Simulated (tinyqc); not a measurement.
Short-channel transistor, virtual-source model with series resistance: effect of the threshold at zero drain voltage on the on and off currents.

The current per gate width is the charge at the top of the source barrier (the virtual source) times its velocity times a saturation function; al and be are fitting constants of the model. Units: I in uA/um, Rs in ohm um, so I Rs = 1e-6 I Rs in volts; Q in uC/cm^2, so I = 1e-4 Q vx0 Fsat with vx0 in cm/s.

Intrinsic voltages Vg' = Vgs - I Rs, Vd' = Vds - 2 I Rs. n = n0 + nd Vd', VT = VT0 - dl Vd', Ff = 1/(1 + exp((Vg' - VT + al Vt/2)/(al Vt))), Q = Cinv n Vt ln(1 + exp((Vg' - VT + al Vt Ff)/(n Vt))), Vdsat = (vx0 L/mu)(1 - Ff) + Vt Ff, Fsat = u/(1 + u^be)^(1/be) with u = Vd'/Vdsat, and I = Q vx0 Fsat per width. I is solved self-consistently. Ion is I at Vgs = Vds = 0.7 V, Ioff at Vgs = 0, Vds = 0.7 V, and Rlin = Vds/I at Vgs = 0.7 V, Vds = 0.05 V.

Parameters, values chosen for the exercise: temperature T = 300 K; inversion capacitance Cinv = 2.31 uF/cm^2; velocity at the virtual source vx0 = 7.65e6 cm/s; apparent mobility mu = 180 cm^2/(V s); channel length L = 130 nm; drain-induced barrier lowering dl = 0.109 V/V; subthreshold factor n0 = 1.07; growth of n with drain voltage nd = 0.2 1/V; threshold shift (in units of Vt) from weak to strong inversion al = 3.5; sharpness of saturation be = 1.4; series resistance of each contact Rs = 300 ohm um.

Constants: q = 1.602176634e-19 C, kB = 1.380649e-23 J/K, Vt = kB T/q. Results are converted to the units shown.

Result of one run:

| VT0 (V) | Ion (uA/um) | Ioff (nA/um) | log10(Ion/Ioff) | Rlin (ohm um) |
|---|---|---|---|---|
| 0.4 | 290.7 | 27.65 | 4.022 | 1646 |

What becomes of these results when the threshold at zero drain voltage VT0 is changed from 0.4 to 0.15 V, all else the same?

Result of the changed run:

| VT0 (V) | Ion (uA/um) | Ioff (nA/um) | log10(Ion/Ioff) | Rlin (ohm um) |
|---|---|---|---|---|
| 0.15 | 441.3 | 1.715e4 | 1.411 | 1183 |

The whole series:

| VT0 (V) | Ion (uA/um) | Ioff (nA/um) | log10(Ion/Ioff) | Rlin (ohm um) |
|---|---|---|---|---|
| 0.15 | 441.3 | 1.715e4 | 1.411 | 1183 |
| 0.2 | 413.2 | 6476 | 1.805 | 1241 |
| 0.25 | 384.0 | 1986 | 2.286 | 1312 |
| 0.3 | 353.8 | 522.2 | 2.831 | 1398 |
| 0.35 | 322.6 | 124.1 | 3.415 | 1507 |
| 0.4 | 290.7 | 27.65 | 4.022 | 1646 |
| 0.45 | 258.1 | 5.922 | 4.639 | 1828 |
| 0.5 | 224.9 | 1.239 | 5.259 | 2073 |

As VT0 goes from 0.15 to 0.5 V, Ion falls from 441 to 225 uA/um, Ioff falls from 17100 to 1.24 nA/um and Rlin rises from 1180 to 2070 ohm um. Ion changes by a factor of 0.510 and Ioff by 7.22e-5. The off current depends on it through an exponential, the on current about linearly. For VT0 = 0.15 to 0.25 V the off current passes 1 uA/um, so the device is hardly off at Vgs = 0.

Numbers from tinyqc (`OMP_NUM_THREADS=1 python tinyqc.py 2380146 2380147 out.jsonl`; about 0.02 s on one thread of a shared Intel Xeon 2.30GHz).
